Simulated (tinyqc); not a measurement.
## Charge needed for a dipole step

Two sheets of opposite charge dd apart with permittivity ei give the step D = q N dd/(eps0 ei).

Values chosen for this exercise: relative permittivity inside the dipole layer ei = 7.7; thickness of the dipole layer dd = 0.29 nm.

Constants: q = 1.602176634e-19 C, eps0 = 8.8541878128e-14 F/cm where lengths are in cm. Results are converted to the units shown.

Charge needed for a dipole step:
```
N (cm^-2)	D (V)	field (MV/cm)	moment (debye/nm^2, 1 D = 3.33564e-30 C m)
1e12	0.006815	0.2350	0.1393
2.7e12	0.01840	0.6345	0.3761
6.8e12	0.04634	1.598	0.9472
1.7e13	0.1159	3.995	2.368
4.5e13	0.3067	10.58	6.268
1.1e14	0.7497	25.85	15.32
2.9e14	1.976	68.15	40.39
```

What does the comparison show?

D is proportional to N, 0.1 V for 1.47e13 cm^-2. The same sheet as an uncompensated charge under 1 nm of a dielectric of permittivity 3.9 would shift the flat band by 0.681 V, and that shift would grow with thickness, which a dipole step does not. For N = 1.1e14, 2.9e14 the field exceeds 20 MV/cm; it acts over one bond length, where the sheet picture is only a bookkeeping device.

tinyqc, about 0.01 s, one thread, Intel Xeon 2.30GHz (shared host): `OMP_NUM_THREADS=1 python tinyqc.py 2410051 2410052 out.jsonl`
